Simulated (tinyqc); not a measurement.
Read current of a NAND string, cells in series solved by shooting: one step of the calculation.

Cells in series, numbered from 0 at the source line (0 V) to the bit line, each followed by a gap resistance Rg. A cell with gate Vg, threshold VT, source Vs and drain Vd passes I = 2 nf K Vt^2 [F(Vs) - F(Vd)]/(1 + th max(Vg - VT, 0)), F(V) = ln^2(1 + exp((Vg - VT - nf V)/(2 nf Vt))). The selected cell has Vg = Vr, the others Vg = Vp.

Problem. Node voltages for a trial current. For a trial current I start at 0 V and, cell by cell (the selected one is cell 0), solve for the drain: sqrt(F(Vd)) = sqrt(F(Vs) - I/k), k = 2 nf K Vt^2/(1 + th max(Vg - VT, 0)), Vd = [Vg - VT - 2 nf Vt ln(exp(sqrt F) - 1)]/nf, then add I Rg.

Parameters, values chosen for the exercise; values of the order met in vertical NAND strings:

| symbol | value | unit | meaning |
|---|---|---|---|
| T | 300 | K | temperature |
| K | 4.4 | uA/V^2 | gain factor of a cell |
| nf | 1.9 |  | slope factor |
| th | 0.09 | 1/V | mobility reduction factor |
| Rg | 10 | kohm | resistance of the gap between cells |
| Vbl | 0.7 | V | bit-line voltage |
| Vp | 7.1 | V | pass voltage |
| Vr | 1.3 | V | read voltage on the selected word line |

Constants: q = 1.602176634e-19 C, kB = 1.380649e-23 J/K, Vt = kB T/q. Results are converted to the units shown.

first trial current = 0.36 uA
thresholds from the source end, cell 0 to 4 (V): [0.5, -1.5, 4.3, -1.5, 4.3]

Wanted: node voltage after each cell and gap, trial 1.

Solution.

node voltage after each cell and gap, trial 1, cell 0 to 4 (V): [0.13334, 0.15436, 0.19948, 0.22077, 0.26817]

Program tinyqc, `OMP_NUM_THREADS=1 python tinyqc.py 2142176 2142177 out.jsonl`; Intel Xeon 2.30GHz, shared host, one thread, about 0.6 s.
